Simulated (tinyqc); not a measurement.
Electron continuity equation in a given potential, Scharfetter-Gummel discretisation: two steps of the calculation.

Steady state in one dimension: J = q mu n E + q D dn/dx with E = -dpsi/dx and D = mu Vt, dJ/dx = 0, fixed densities nL and nR at the ends. The potential is given, psi = U x/L - Ub exp(-((x/L - xb)/sb)^2), and is not changed by the electrons.

Parameters, values chosen for the exercise; mobility close to that of In0.53Ga0.47As at room temperature:
- T = 450 K (temperature)
- mu = 11200 cm^2/(V s) (electron mobility)
- L = 0.15 um (length of the region)
- nL = 1.5e15 cm^-3 (density at x = 0)
- nR = 6.4e15 cm^-3 (density at x = L)

Constants: q = 1.602176634e-19 C, kB = 1.380649e-23 J/K, Vt = kB T/q. Results are converted to the units shown.

Question 1. Bernoulli factors. d_i = (psi_(i+1) - psi_i)/Vt; B(d) = d/(exp(d) - 1), B(0) = 1. The flux on interval i is J_i = (q D/h) [n_(i+1) B(d_i) - n_i B(-d_i)].

```
node,psi (V)
0,-0.00012761
1,0.00577473
2,-0.01890002
3,-0.14843624
4,-0.31771922
5,-0.25812372
6,-0.05614287
7,0.04657138
8,0.07175191
9,0.08196803
```

Wanted: d_i; B(d_i); B(-d_i).

Answer 1.

```
interval,d_i,B(d_i),B(-d_i)
0,0.152,0.9258,1.078
1,-0.636,1.352,0.7154
2,-3.340,3.463,0.1227
3,-4.365,4.422,0.05619
4,1.537,0.4211,1.958
5,5.209,0.02864,5.237
6,2.649,0.2016,2.850
7,0.649,0.7102,1.360
8,0.263,0.8741,1.138
```

The largest |d_i| is 5.21, above 2, where central differences lose the sign pattern that keeps densities positive.

Question 2. Densities and current. B(d_i) and B(-d_i) are the Bernoulli factors of the potential steps, b and f the diagonal and right side. Solve B(-d_(i-1)) n_(i-1) + b_i n_i + B(d_i) n_(i+1) = f_i (end values already in f), then J_i = (q D/h) [n_(i+1) B(d_i) - n_i B(-d_i)], h = L/9, D = mu Vt.

```
interval,B(d_i),B(-d_i)
0,0.92582570,1.0780340
1,1.3516692,0.71536112
2,3.4631230,0.12266654
3,4.4216336,0.056194886
4,0.42106720,1.9579051
5,0.028643135,5.2372885
6,0.20163132,2.8504078
7,0.71021812,1.3595690
8,0.87405147,1.1375030
```

```
node,diagonal b,right side f (cm^-3)
1,-1.6411868,-1.6170511e15
2,-1.4743357,0
3,-3.5193178,0
4,-6.3795388,0
5,-5.6583557,0
6,-2.8790509,0
7,-1.5612003,0
8,-1.8477211,-5.5939294e15
```

Find: n; J.

Answer 2.

```
node,n (cm^-3)
0,1.50e15
1,1.75e15
2,9.24e14
3,3.27e13
4,3.57e11
5,1.04e12
6,1.82e14
7,2.57e15
8,4.92e15
9,6.40e15
```

```
interval,J (A/cm^2)
0,-10.8
1,-10.8
2,-10.8
3,-10.8
4,-10.8
5,-10.8
6,-10.8
7,-10.8
8,-10.8
```

Range of the model: The drift velocity mu E exceeds 1e7 cm/s somewhere, where real mobilities no longer stay constant.

Numbers from tinyqc (`OMP_NUM_THREADS=1 python tinyqc.py 2220071 2220072 out.jsonl`; about 0.01 s on one thread of a shared Intel Xeon 2.30GHz).
